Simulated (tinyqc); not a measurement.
Heisenberg magnet: exchange from energy differences, ordering vector, linear spin waves and ordering temperature: one step, computed by the program tinyqc.

H = -sum over pairs <ij> J_ij S_i.S_j - K sum_i (S_i^z)^2, each pair once, J > 0 ferromagnetic. First neighbours: 12 at a (0.5, 0.5, 0), second: 6 at a (1, 0, 0), with all permutations and signs.

Question. Energies of ordered states. J(q) = J1 g1(q) + J2 g2(q), g_s(q) = sum over shell s of cos(q.R). A classical spiral or collinear state of wave vector Q has the exchange energy -(S^2/2) J(Q) per site.

Inputs (values chosen for the exercise, for a model magnet): exchange J1 = 0.337 meV; exchange J2 = -0.073 meV; spin S = 2.5.

Lattice: fcc.

Give: States, Q in 2 pi/a.

Answer.

States, Q in 2 pi/a:

| Q | g1 | g2 | energy (meV/site) |
|---|---|---|---|
| G (0, 0, 0) | 12 | 6 | -11.26875 |
| X (1, 0, 0) | -4 | 6 | 5.58125 |
| L (0.5, 0.5, 0.5) | 0 | -6 | -1.36875 |
| W (1, 0.5, 0) | -4 | 2 | 4.66875 |

The lowest of these is G (0, 0, 0), 9.900 meV per site below L (0.5, 0.5, 0.5).
